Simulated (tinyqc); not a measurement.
Resistance of a source-drain extension with a graded tip: two steps of the calculation.

y runs along the channel, the gate covers y > 0. The doping is N0 for y < y0 and N0 10^(-(y - y0)/la) beyond, uniform over the depth xj. Sheet conductance s(y) = q mu(N) max(N - Nch, 0) xj + (for y > 0) ma Cox Vo, with mu(N) = u0 + (u1 - u0)/(1 + (N/Nr)^au) and Cox = eps0 eox/tox. Current is taken as one-dimensional; depletion of the tip, spreading and the contact are left out. The metallurgical junction lies at yj, where N = Nch.

Parameters, values chosen for the exercise; mobility law close to that of electrons in silicon: relative permittivity of the gate insulator (close to zirconium oxide) eox = 25; insulator thickness tox = 5.1 nm; active doping of the extension far from the gate N0 = 1.8e20 cm^-3; lateral abruptness la = 6.6 nm/decade; position under the gate where the fall begins (gate edge at 0) y0 = 0.6 nm; depth of the extension xj = 26 nm; channel doping Nch = 6e17 cm^-3; gate overdrive Vo = 0.44 V; mobility of the gate-induced layer ma = 150 cm^2/(V s); mobility at low doping u1 = 1414 cm^2/(V s); mobility at high doping u0 = 68.5 cm^2/(V s); reference doping Nr = 9.2e16 cm^-3; exponent au = 0.711; gate length Lg = 60 nm.

Constants: q = 1.602176634e-19 C, eps0 = 8.8541878128e-14 F/cm where lengths are in cm. Results are converted to the units shown.

Problem 1. Sheet resistances and junction position. yj = y0 + la log10(N0/Nch); sheet resistance of the full extension 1/[q mu(N0)(N0 - Nch) xj] and of the gate-induced layer 1/(ma Cox Vo); metallurgical length Lg - 2 yj; ye is where the doped and the gate-induced conductances are equal.

Find: yj; sheet resistance of the extension; sheet resistance of the induced layer; metallurgical length; ye; N at ye.

Solution 1.

yj = 16.949 nm
sheet resistance of the extension = 179.33 ohm/square
sheet resistance of the induced layer = 3490.9 ohm/square
metallurgical length = 26.102 nm
ye = 10.540 nm
N at ye = 5.6138e18 cm^-3

The gate takes over 6.41 nm before the junction, where N is still 9.36 times the channel doping.

Problem 2. Resistance of the overlapped part. Midpoint rule on 8 equal steps from 0 to yj: R_ov = sum h/s(y), per width.

Wanted: y; N; doped conductance; sheet resistance; R_ov.

Solution 2.

```
point  y (nm)  N (cm^-3)  doped conductance (uS)  sheet resistance (ohm/square)
0       1.059   1.533e20                    4795                          196.8
1       3.178   7.323e19                    2422                          369.2
2       5.297   3.497e19                    1259                          647.2
3       7.415   1.670e19                   677.5                           1037
4       9.534   7.974e18                   376.6                           1508
5       11.65   3.808e18                   210.5                           2012
6       13.77   1.818e18                   107.8                           2536
7       15.89   8.683e17                   33.00                           3130
```

R_ov = 24.23 ohm um

Computed by the program tinyqc: `OMP_NUM_THREADS=1 python tinyqc.py 2282295 2282296 out.jsonl`, one thread of a shared Intel Xeon 2.30GHz, about 0.03 s for the whole run.
